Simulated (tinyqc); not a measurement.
## Gate sheet resistance from two finger widths

Inverse problem. At low frequency R = Rsh Wf/(3 L) + B/Wf, where B collects the channel and vertical terms. Find Rsh, B and the width of lowest R.

Values chosen for this exercise:
```
symbol  value  unit         meaning
L        0.46    um  channel length
```

input resistance of single fingers, contacted at one end, of width 0.55 and 6.9 um (ohm): 80.523715  80.942029

Solution. R Wf is a straight line in Wf^2; the minimum of R lies where both terms are equal.

Rsh = 15.00 ohm/square
B = 41.00 ohm um
width of lowest R = 1.942 um

Computed by the program tinyqc: `OMP_NUM_THREADS=1 python tinyqc.py 2262139 2262140 out.jsonl`, one thread of a shared Intel Xeon 2.30GHz, about 0.01 s for the whole run.
